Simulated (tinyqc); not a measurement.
Worked calculation: tight binding, honeycomb lattice. One step of it, computed by the program tinyqc.

Problem. Levels at k. Diagonalise the Hermitian matrix.

H(k) at k (eV):
```
                     A                    B
A             0.000000  -3.580342-0.080381i
B  -3.580342+0.080381i             0.000000
```

Give: eigenvalues; weights |c|^2 of the basis functions.

Solution.

eigenvalues (eV): -3.5812  3.5812

weights |c|^2 of the basis functions:
```
   band 1  band 2
A  0.5000  0.5000
B  0.5000  0.5000
```
